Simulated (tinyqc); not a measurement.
Geometry optimisation on the RHF/6-31g surface (energies and gradients from PySCF), for H3+, spin multiplicity 1, step by step. One step of it, computed by the program tinyqc.

Task: Step 1: move. Quasi-Newton step p = -H^(-1) g (first H = 0.6 times the unit matrix); steps longer than 0.3 bohr are cut back.

positions at the start (bohr):
```
            x          y          z
1H  -0.058582   0.094486   0.000000
2H   0.009449  -0.005669   1.564693
3H  -0.069920  -0.113384  -1.600598
```

gradient (hartree/bohr):
```
              x            y            z
1H  -0.00006766   0.00167395   0.00783704
2H   0.00037391   0.00009112   0.01242795
3H  -0.00030626  -0.00176508  -0.02026499
```

Give: positions after step 1.

Result:

positions after step 1 (bohr):
```
          x        y        z
1H  -0.0585   0.0917  -0.0131
2H   0.0088  -0.0058   1.5440
3H  -0.0694  -0.1104  -1.5668
```
